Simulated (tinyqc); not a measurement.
# Ion-assisted plasma etching: sheath, surface coverage, synergy and aspect-ratio dependence, step by step

A worked calculation. Computed by tinyqc, a small Python program that keeps every step. Command: `OMP_NUM_THREADS=1 python tinyqc.py 3031105 3031106 out.jsonl etch walk`. One thread of a shared host (Intel(R) Xeon(R) Processor @ 2.30GHz), about 0.07 s of CPU time with the checks. Intermediate numbers are printed to about 7 digits and carried at full precision; extremes and crossings named in words are read from the listed rows.

Radicals adsorb on bare sites; ions remove covered sites with a high yield and bare sites by sputtering; a slow spontaneous reaction acts everywhere, walls included.

Inputs (values chosen for the exercise, close to those used for silicon in a halogen plasma):
```
quantity                                value       unit
plasma density n_e                    1.1e+11     1/cm^3
electron temperature T_e                  3.4         eV
ion mass M_i                               71          u
sheath voltage V                          370          V
radical density n                     3.1e+12     1/cm^3
radical mass M_n                         35.5          u
gas temperature T_g                       500          K
sticking coefficient s                   0.75          -
radicals per removed unit x                 2          -
yield slope b                             0.2  eV^(-1/2)
threshold E_th                             26         eV
sputter slope b_p                        0.03  eV^(-1/2)
sputter threshold E_p                      26         eV
spontaneous reaction probability k_c  1.5e-05          -
solid density N                         5e+22     1/cm^3
ion temperature T_i                      0.61         eV
aspect ratio A                            1.7          -
```

Feature: long trench.

Constants: e = 1.602176634e-19 C; u = 1.6605390666e-27 kg; k_B = 1.380649e-23 J/K; eps_0 = 8.8541878128e-12 F/m.

## Fluxes

Bohm speed u_B = sqrt(e T_e/M_i); ion flux G_i = 0.61 n_e u_B; radical flux G_n = n c/4 with c = sqrt(8 k_B T_g/(pi M_n)).

Bohm speed = 214951.7 cm/s

ion flux G_i = 1.442326e+16 1/(cm^2 s)

radical speed c = 54608.21 cm/s

radical flux G_n = 4.232137e+16 1/(cm^2 s)

flux ratio G_n/G_i = 2.934244

## Sheath and ion angles

Debye length lambda_D = sqrt(eps_0 T_e/(e n_s)) with n_s = 0.61 n_e, T_e in volts; Child-law sheath d = (sqrt2/3) lambda_D (2 V/T_e)^(3/4); ion energy E = V + T_e/2; angular spread = arctan(sqrt(T_i/E)).

Debye length = 52.91726 um

sheath thickness = 1413.532 um

ion energy E = 371.7 eV

angular spread = 2.319818 degrees

## Yields

Yields: Y = b (sqrt(E) - sqrt(E_th)) on covered sites, Y_p = b_p (sqrt(E) - sqrt(E_p)) on bare ones (zero below threshold).

yield Y = 2.836101

sputter yield Y_p = 0.4254151

## Open-field etch rate

Steady coverage: s G_n (1 - theta) = x Y G_i theta; removal flux = Y G_i theta + Y_p G_i (1 - theta) + k_c G_n; rate = flux/N, 1 cm/s = 6e8 nm/min. Lateral rate = k_c G_n/N; anisotropy = 1 - lateral/vertical; synergy = vertical/(ions alone + radicals alone), with ions alone Y_p G_i/N and radicals alone the lateral rate.

coverage theta = 0.2795269

vertical rate = 190.2677 nm/min

lateral rate = 0.007617846 nm/min

anisotropy = 0.9999600

synergy = 2.583822

Ions and radicals both limit the rate.

## Rate at the floor of the feature

Transmission of a long trench, rough form: K = (1 + ln(1 + A))/(1 + A + ln(1 + A)), walls that scatter diffusely without loss. With a loss probability S = s (1 - theta) at the floor, G_b/G_n = K/(K + S - K S); theta follows G_b, and the two are solved together. Ions are taken to reach the floor unshadowed; G_b replaces G_n in every term of the rate; A is depth over width.

transmission K = 0.5397010

G_b/G_n = 0.6627693

coverage at the floor = 0.2045431

rate at the floor = 158.9790 nm/min

floor rate over open-field rate = 0.8355541

The lag is 16 %. Caution: the trench transmission is an interpolation between the limits 1 and ln(A)/A, good to tens of per cent.

## Etch lag against aspect ratio

The formulas are those given above.

Floor of the feature:
```
A              K    G_b/G_n      theta  rate (nm/min)  relative rate
0.5    0.7375969  0.8321570  0.2440608       175.4686      0.9222194
1.0    0.6286872  0.7442033  0.2240445       167.1163      0.8783220
2.0    0.5120300  0.6355781  0.1978114       156.1700      0.8207909
5.0    0.3582964  0.4679832  0.1536660       137.7496      0.7239776
10.0   0.2536141  0.3388962  0.1162048       122.1183      0.6418235
20.0   0.1682097  0.2268219  0.0808838       107.3801      0.5643632
50.0   0.0897808  0.1210265  0.0448495        92.3444      0.4853393
100.0  0.0531659  0.0714463  0.0269718        84.8847      0.4461331
```

K falls by a factor 13.9 over the rows and the rate by 2.07. Among these rows the rate stays within 10 % of the open-field value up to A = 0.5, with an open-field coverage below one half; sputtering, which needs no radicals, carries much of the rate in the last rows. Caution: rows with A above about 1/(2 tan(ion spread)) or 1/sqrt(k_c), often 10 to 30, are formal: ion shadowing, radical loss on the walls, redeposition of sputtered material and, in fluorocarbon plasmas, polymer growth are left out and add to the lag.

## Yield per ion against the flux ratio

The ion flux is fixed and the radical flux set by the ratio; the removal per ion is the removal flux over G_i.

Open field:
```
G_n/G_i      theta  rate (nm/min)  removal per ion
0.3      0.0381537        89.5505         0.517396
1        0.1167824       122.3593         0.706956
3        0.2840120       192.1392         1.110124
10       0.5693809       311.2246         1.798163
30       0.7986596       406.9406         2.351182
100      0.9296883       461.7926         2.668101
300      0.9754101       481.3888         2.781322
1000     0.9924938       490.3341         2.833006
3000     0.9974854       497.6092         2.875039
```

Coverage reaches one half at G_n/G_i = x Y/s = 7.56. Below that the ion-assisted part follows the radical flux, on top of the sputter floor Y_p = 0.425; above it the ion-assisted part saturates at Y = 2.84 per ion.

Checks made by the program: series form 1/R = 1/(Y G_i) + x/(s G_n) of the ion-assisted part (relative difference below 1e-10).
